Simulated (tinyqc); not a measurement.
Inside a calculation. Model: equilibrium and kinetic segregation of a solute to boundaries and growing surfaces. Computed by tinyqc, a small Python program that keeps every step. Command: `OMP_NUM_THREADS=1 python tinyqc.py 3010679 3010680 out.jsonl segreg walk`. One thread of a shared host (Intel(R) Xeon(R) Processor @ 2.30GHz), about 0.01 s of CPU time with the checks. Intermediate numbers are printed to about 7 digits and carried at full precision; extremes and crossings named in words are read from the listed rows.

Inputs (values chosen for the exercise, modelled on phosphorus in polycrystalline silicon): segregation energy Q = 0.425 eV; interaction z w (positive attracts) = 0.26 eV; total solute fraction x0 = 0.015; temperature T = 1000 K; grain size d = 65 nm; boundary thickness delta = 0.64 nm; atomic volume Omega = 20.02 angstrom^3; clean boundary energy gamma_0 = 0.49 J/m^2; bulk diffusivity D = 9.4e-18 m^2/s; anneal time t = 3.9 s; exchange barrier E_b = 1.61 eV; surface segregation energy E_s = 0.48 eV; growth temperature T_g = 880 K; growth rate = 3.5 monolayers/s; mixing = 0.3.

Isotherm: Fowler-Guggenheim.

Constants: k_B = 8.617333262e-05 eV/K; 1 eV/angstrom^2 = 16.02176634 J/m^2.

## Coverage for very large grains, by iteration

With theta the solute fraction on boundary sites and x that in the grains, theta/(1 - theta) = [x/(1 - x)] exp[(Q + z w theta)/(k_B T)]. The coverage theta_inf is that for x = x0. Start at theta = 0; theta(new) = theta + mixing (theta(out) - theta); stop below 1e-10, 80 steps at most.

Iteration:
```
step   theta in  theta out      out - in
1     0.0000000  0.6785964  6.785964e-01
2     0.2035789  0.7960134  5.924345e-01
3     0.3813093  0.8696429  4.883337e-01
4     0.5278094  0.9121218  3.843124e-01
5     0.6431031  0.9362959  2.931928e-01
6     0.7310610  0.9504083  2.193473e-01
...         ...        ...           ...
68    0.9756619  0.9756619  3.850654e-10
69    0.9756619  0.9756619  2.778222e-10
70    0.9756619  0.9756619  2.004469e-10
71    0.9756619  0.9756619  1.446212e-10
72    0.9756619  0.9756619  1.043433e-10
73    0.9756619  0.9756619  7.528300e-11
```

coverage theta_inf = 0.9756619

last residual = 7.528300e-11

Converged; without interaction theta would be 0.6786.

## Depletion of small grains

Finite grains: boundary sites are the fraction f = 3 delta/d, and x0 = (1 - f) x + f theta; solve both equations for theta; share at boundaries = f theta/x0.

site fraction f = 0.02953846

coverage theta = 0.4576261

fraction x left in the grains = 0.001527550

share of solute at boundaries = 90.11714 %

enrichment theta/x = 299.5817

90 % of the solute sits at boundaries; for a dopant that share is electrically lost. The supply limits the coverage, which stays well below theta_inf.

## Boundary energy

Gibbs adsorption for this isotherm in a dilute matrix: gamma = gamma_0 + Gam_0 [k_B T ln(1 - theta) + z w theta^2/2], Gam_0 = delta/Omega sites per area.

Gam_0 = 31.96803 1/nm^2

boundary energy gamma = 0.3594135 J/m^2

Segregation lowers gamma by 27 %, and the driving force of grain growth with it.

## How fast the boundary fills

McLean kinetics from a uniform start, fed from both sides, with a constant enrichment beta = theta_inf/x0: (theta - x0)/(theta_inf - x0) = 1 - exp(s^2) erfc(s), s = 2 sqrt(D t)/(beta delta); half filling at s = 0.7691, t = (0.7691 beta delta/2)^2/D. D is an input and does not follow T.

s = 0.2908963

degree of filling = 0.2590967

time to half filling = 27.26176 s

diffusion length sqrt(D t) = 6.054750 nm

Caution: half of theta_inf exceeds the equilibrium coverage of grains of this size, so half filling is never reached in them.

## Segregation at a growing surface

Two-state exchange during growth, dilute: jump up r_u = nu exp(-E_b/(k_B T_g)), jump back r_d = r_u exp(-E_s/(k_B T_g)), nu = 1e13 1/s. In the time 1/R of one monolayer the share carried up is p = [r_u/(r_u + r_d)] [1 - exp(-(r_u + r_d)/R)]; the tail decays as p^n, length -1/ln p monolayers; the equilibrium limit has p = r_u/(r_u + r_d).

r_u = 6018.617 1/s

r_d = 10.72820 1/s

share carried up p = 0.9982207

decay length = 561.5090 monolayers

Exchange is fast against growth: the equilibrium regime, where heating shortens the tail.

## Tail length against growth temperature

The formulas are those given above.

Exchange model:
```
T_g (K)         r_u/R          p  length (monolayers)  equilibrium limit
560      9.259119e-03  0.0092164         2.133664e-01           20884.32
599      8.127379e-02  0.0780585         3.921112e-01           10928.82
632      4.142443e-01  0.3391508         9.248037e-01            6725.30
664      1.721820e+00  0.8211428         5.074641e+00            4398.07
691      5.169727e+00  0.9940094         1.664287e+02            3169.04
717      1.378083e+01  0.9995764         2.360182e+03            2365.93
756      5.285317e+01  0.9993692         1.584879e+03            1584.88
814      3.074824e+02  0.9989342         9.377584e+02             937.76
912      3.622056e+03  0.9977791         4.497775e+02             449.78
```

The length peaks among these rows at 717 K with 2360 monolayers. Below, exchange freezes (r_u/R = 0.0093 in the first row); above, the length follows the equilibrium limit, about exp(E_s/(k_B T)), down to 450.

## Coverage against grain size

The formulas are those given above.

At T:
```
d (nm)      theta  x in the grains  share at boundaries (%)
15      0.1127469       0.00065183                 96.21072
30      0.2191099       0.00104377                 93.48689
60      0.4241233       0.00147526                 90.47965
120     0.7858636       0.00246563                 83.82545
250     0.9501722       0.00776229                 48.64882
500     0.9671028       0.01132983                 24.75783
1000    0.9720018       0.01315902                 12.44162
5000    0.9750065       0.01463122                  2.49602
```

From the largest grains to the smallest the share at boundaries rises from 2.5 to 96 %, and x/x0 falls to 0.043. In the dilute limit x/x0 = 1/(1 - f + f exp(Q/(k_B T))), which gives 0.054 at 15 nm.

Checks made by the program: mass balance (relative difference below 1e-10).
